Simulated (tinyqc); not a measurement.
# Junction parameters from two forward currents

Problem. D(v) = J1 (exp(v/Vt) - 1) + J2 (exp(v/(2 Vt)) - 1). Find J1, J2 and the voltage 2 Vt ln(J2/J1) near which both parts are equal.

Values chosen for this exercise:
```
symbol  value  unit      meaning
T         330     K  temperature
```

Constants: q = 1.602176634e-19 C, kB = 1.380649e-23 J/K, Vt = kB T/q. Results are converted to the units shown.

junction voltages (V): [0.34, 0.67]
currents (uA/um): [2.6157320e-6, 0.015675528]

Solution. The current is linear in J1 and J2, so two points give two equations.

J1 = 8.70e-13 uA/um
J2 = 6.30e-9 uA/um
crossover = 0.505 V

Computed by the program tinyqc: `OMP_NUM_THREADS=1 python tinyqc.py 2182233 2182234 out.jsonl`, one thread of a shared Intel Xeon 2.30GHz, about 0.2 s for the whole run.
